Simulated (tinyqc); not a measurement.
Electromigration in a confined line: Blech product, Korhonen stress evolution and Black's law: one step, computed by the program tinyqc.

The electron wind pushes atoms from the cathode (x = 0) to the anode (x = L); blocking ends build a back stress (tension positive). The input rho is taken not to change with temperature. d sigma/dt = d/dx [kappa (d sigma/dx + G)], with zero flux at both ends and sigma = sigma_0 at t = 0.

Problem. Stress along the line. sigma(x, t) = sigma_0 + G L [1/2 - x/L - 4 sum_(m odd) cos(m pi x/L) exp(-m^2 pi^2 s)/(m pi)^2], s = t/tau, summed to m = 399. Steady state: sigma_0 + G L (1/2 - x/L). Take x/L = 0, 0.1, 0.2, 0.3, 0.4, 0.6, 0.8 and 1.

Inputs (values chosen for the exercise, close to those used for cobalt lines):
```
quantity                            value  unit
critical stress sigma_c               340   MPa
initial stress sigma_0                180   MPa
line length L                          13    um
test temperature T                    260     C
time as a fraction of L^2/kappa, s  0.056     -
```

Start: thermal stress.

stress gradient G = 221.0138 MPa/um

Give: Stress (MPa).

Solution.

Stress (MPa):
```
x/L  at time s  steady state
0.0      945.7          1617
0.1      691.5          1329
0.2      500.2          1042
0.3      361.7           755
0.4      261.0           467
0.6       99.0          -107
0.8     -140.2          -682
1.0     -585.7         -1257
```

Caution: stresses above sigma_c are formal, since a void forms first.
